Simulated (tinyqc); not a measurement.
Free and nearly free electrons in a metal, step by step. Values are carried at full precision from step to step, so a last printed digit may differ when a step is redone from the rounded ones.

The cubic cell holds 2 atoms: n = 2 z/a^3, kF = (3 pi^2 n)^(1/3), EF = c kF^2/m, vF = 2 c kF/(m hbar), c = hbar^2/2m0; rs = (3/(4 pi n))^(1/3)/a0; D(EF) = 3 n/(2 EF).

Constants: hbar^2/2m0 = 3.80998211 eV angstrom^2; hbar = 6.58211957e-16 eV s; a0 (Bohr radius) = 0.5291772105 angstrom; kB = 8.617333262e-05 eV/K.

Values chosen for the exercise (near those of Na; the results hold for these values, not for the real material):
```
symbol  value  unit          meaning
a       4.245  angstrom      bcc lattice constant
z       1                    free electrons an atom
m       1      m0            mass
rho     4.95   micro-ohm cm  bulk resistivity
T       300    K
V       1.65   eV            |V_G| for G = (110)
x       0.83                 k along G as a share of |G|/2
```

## The Fermi sphere

Evaluate the free-electron quantities.

n = 0.02615 1/angstrom^3
kF = 0.9182 1/angstrom
EF = 3.212 eV
vF = 1.063e+06 m/s
rs = 3.950
D(EF) per atom = 0.4670 1/eV

## Relaxation time and mean free path

Drude: 1/rho = n e^2 tau/(m m0) with e = 1.602176634e-19 C and m0 = 9.1093837e-31 kg; mean free path l = vF tau; rho l = hbar kF/(n e^2) = 12 pi^3 hbar/(e^2 S) with S = 4 pi kF^2 does not depend on tau or m.

Use SI units: n in 1/m^3 (1e30 per 1/angstrom^3), rho in ohm m (1e-8 per micro-ohm cm).

tau = 27.42 fs
l = 29.15 nm
rho l = 14.428 1e-16 ohm m^2

Wires lose conductivity to surfaces and grain boundaries, with an excess that scales as rho l over the width and is of the order of rho itself at a width of l = 29 nm.

## Thermal quantities

gamma = (pi^2/3) kB^2 D(EF) per atom, times 96485.33 x 1e3 for mJ/(mol K^2); mu(T) = EF (1 - (pi kB T/EF)^2/12); Wiedemann-Franz kappa = L0 T/rho with L0 = (pi^2/3) (kB/e)^2, kB/e in V/K.

gamma = 1.101 mJ/(mol K^2)
mu - EF = -0.1711 meV
kappa = 148 W/(m K)

## The sphere against the zone faces

Take G = (hkl) 2 pi/a for (110), (200) and (211), with the number of equivalent faces. The Bragg plane of G lies at |G|/2 with |G| = (2 pi/a) sqrt(h^2 + k^2 + l^2). Where kF exceeds it, the sphere cuts the plane in a circle of radius sqrt(kF^2 - G^2/4).

Distance and circle for each G:
```
G      faces  |G|/2 (1/angstrom)  kF/(|G|/2)  circle radius
(110)     12              1.0466      0.8773              -
(200)      6              1.4801      0.6204              -
(211)     24              1.8128      0.5065              -
```

The sphere stays inside the first zone; it reaches 0.877 of the way to the nearest faces.

## Two plane waves near the face

Two plane waves k and k - G, G = (110) (2 pi/a): H = [[c k^2/m, V], [V, c (k - G)^2/m]] with c = hbar^2/2m0.

Build H for k along G, diagonalise, and give the weight of the first wave in the lower state and its velocity along G relative to a free electron, (w k + (1 - w)(k - G))/k.

H (eV):
```
[[2.8751, 1.6500],
 [1.6500, 5.7131]]
```

levels (eV): [2.1178, 6.4703]

w = 0.8260
v/v_free = 0.5808

The splitting is 4.352 eV here and 2V = 3.3 eV on the face, where the normal velocity vanishes. There the lower band lies at 2.523 eV, below the free EF of 3.212 eV, so by this test the Fermi surface touches the face (V is large against EF, which it lowers, so the test is rough). Real Na and K have far smaller V and nearly spherical surfaces.

## Checks

- Lower level against the closed form of the 2 x 2 problem (eV): both 2.1178.
- The product rho l against hbar kF/(n e^2) (1e-16 ohm m^2): both 14.43.

Program tinyqc; command `OMP_NUM_THREADS=1 python tinyqc.py 1680137 1680138 out.jsonl`; about 0.01 s on one thread of a shared Intel(R) Xeon(R) Processor @ 2.30GHz.
